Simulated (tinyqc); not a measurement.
Inside a calculation: exchange-split free-electron bands and tunnelling magnetoresistance. Values are carried at full precision from step to step, so a last printed digit may differ when a step is redone from the rounded ones.

Majority and minority bands E = c k^2/m -/+ Dx/2, c = hbar^2/2m0, so k_up = sqrt(m (EF + Dx/2)/c), k_dn = sqrt(m (EF - Dx/2)/c); n_s = k_s^3/(6 pi^2), D_s = m k_s/(4 pi^2 c).

Constants: hbar^2/2m0 = 3.80998211 eV angstrom^2.

Inputs chosen for the exercise:
- EF = 3.35 eV (Fermi energy above the mean band bottom)
- Dx = 3.84 eV (exchange splitting)
- m = 1.19 m0 (mass in the electrodes)
- mb = 0.63 m0 (mass in the barrier)
- phi = 2.7 eV (barrier height above EF)
- d = 8.1 angstrom (barrier thickness)

## The two Fermi spheres

Give k_s, n_s, D_s, the moment per electron (n_up - n_dn)/n and three polarisations: of D, of D v and of D v^2 (v proportional to k).

k_up, k_dn (1/angstrom): 1.2830  0.6683

n_up, n_dn (1/angstrom^3): 0.03566  0.00504

D_up, D_dn (1/(eV angstrom^3)): 0.01015  0.00529

moment per electron = 0.7523 muB

polarisations: D 0.3150, D v 0.5731, D v^2 0.7523

The three numbers differ although they describe one band structure: each probe (density of states, ballistic current, diffusive current) weights the velocity differently.

## Transmissions

Barrier: kappa = sqrt(mb phi/c), c = hbar^2/2m0. With a = k1/m, b = k2/m, w = kappa/mb, the transmission at normal incidence is T(k1, k2) = 4 a b w^2/[w^2 (a + b)^2 + (w^2 + a^2)(w^2 + b^2) sinh^2(kappa d)]. Parallel: G_P = T(up, up) + T(dn, dn); antiparallel: G_AP = 2 T(up, dn); TMR = (G_P - G_AP)/G_AP. Julliere: TMR = 2 P^2/(1 - P^2). Slonczewski factor: P_eff = P_k (w^2 - a_up a_dn)/(w^2 + a_up a_dn), P_k = (k_up - k_dn)/(k_up + k_dn).

Evaluate kappa and the three T.

kappa = 0.6682 1/angstrom
kappa d = 5.412

T: up-up 7.960e-05, dn-dn 5.447e-05, up-dn 6.585e-05

The majority channel transmits more, by a factor 1.46; the common factor exp(-2 kappa d) is 1.99e-05.

## Magnetoresistance

From the T, and from the Julliere formula with P_k and with P_eff.

TMR from T = 1.80 %
P_k = 0.3150
P_eff = 0.0946
Julliere with P_k = 22.03 %
Julliere with P_eff = 1.80 %

The interface factor is +0.300. The plain Julliere value lies 20.2 points above the result and the one with P_eff 0.00 points from it. Symmetry filtering in crystalline barriers, which gives far larger values, is outside this model.

## Checks

- TMR of a thick barrier against the Julliere formula with P_eff: both 0.01804.

Run: tinyqc, `OMP_NUM_THREADS=1 python tinyqc.py 1682024 1682025 out.jsonl`; Intel(R) Xeon(R) Processor @ 2.30GHz, one thread, shared host; about 0.01 s of CPU time with all checks.
